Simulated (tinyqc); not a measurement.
Double-gate transistor below threshold, two-dimensional Poisson equation on a small mesh: effect of the channel length.

Half of a symmetric double-gate structure: row 0 is the mid-plane of the body, where the normal field vanishes. Mobile charge is neglected (subthreshold), the body is fully depleted, and potentials are counted from the intrinsic level; rows run upward to the gate, columns from source to drain.

Mesh: rows i = 0..12 in the semiconductor (step hs = tb/12, row 12 on the interface), then 8 step(s) ho = tox/8 up to the gate row 20; columns j = 0..80 (step hy = L/80). Box integration, divided by eps0: up_i = eps hy/h of the interval above row i, dn_i = that of the interval below (0 for row 0), lat_i = (sum of eps h/2 over the intervals above and below)/hy, s_i = -q Na w_i hy/eps0 with w_i the semiconductor height of the box (hs/2 for row 0 and the interface row, hs between, 0 in the insulator). Each free node obeys (up + dn + 2 lat) psi = up psi(above) + dn psi(below) + lat [psi(left) + psi(right)] + s. Fixed values: gate row Vg - Vfb; column 0 at Vbi and the last column at Vbi + Vd in the semiconductor, each running linearly to Vg - Vfb across the insulator. The system is solved directly. On row 0 the minimum of psi and its place come from a parabola through the three lowest nodes; barrier = Vbi - minimum, swing = Vt ln 10/(d psi/dVg), DIBL = (d psi/dVd)/(d psi/dVg) there. Lambda = pi/k with k the smallest positive root of tan(k tox) tan(k tb) = eox/eps_r.

Parameters, values chosen for the exercise; semiconductor permittivity close to that of silicon:
- T = 273 K (temperature)
- eps_r = 11.6 (relative permittivity of the semiconductor)
- eox = 7.5 (relative permittivity of the insulator)
- tb = 5 nm (half the body thickness)
- tox = 2.8 nm (insulator thickness)
- Na = 1.1e18 cm^-3 (acceptor density of the depleted body)
- Vbi = 0.46 V (potential of the source)
- Vfb = 0.08 V (gate offset)
- Vg = 0.1 V (gate voltage)
- Vd = 0.05 V (drain voltage)

Constants: q = 1.602176634e-19 C, kB = 1.380649e-23 J/K, Vt = kB T/q, eps0 = 8.8541878128e-14 F/cm where lengths are in cm. Results are converted to the units shown.

Result of one run:
```
L/Lambda  barrier (V)  place y/L  swing (mV/decade)  DIBL (mV/V)
1.342          0.3569     0.4881              74.75        180.2
```

Which channel length L gave this result: 24, 35, 42, 52 or 63 nm?

L = 24 nm.

The whole series:
```
L (nm)  L/Lambda  barrier (V)  place y/L  swing (mV/decade)  DIBL (mV/V)
16        0.8950       0.2258     0.4797              115.3        528.1
20         1.119       0.3004     0.4851              88.10        295.9
24         1.342       0.3569     0.4881              74.75        180.2
29         1.622       0.4064     0.4903              65.99        103.7
35         1.958       0.4439     0.4921              60.61        56.52
42         2.349       0.4690     0.4934              57.48        29.05
52         2.909       0.4863     0.4947              55.50        11.67
63         3.524       0.4939     0.4956              54.67        4.383
```

As L goes from 16 to 63 nm, the barrier rises from 0.226 to 0.494 V, the swing falls from 115 to 54.7 mV a decade and DIBL falls from 528 to 4.38 mV/V; the ideal swing is 54.2. L/Lambda goes from 0.89 to 3.5. Between the last two rows DIBL decays with a length of 11.2 nm; 2 Lambda/pi is 11.4 nm.

Numbers from tinyqc (`OMP_NUM_THREADS=1 python tinyqc.py 2480119 2480120 out.jsonl`; about 0.1 s on one thread of a shared Intel Xeon 2.30GHz).
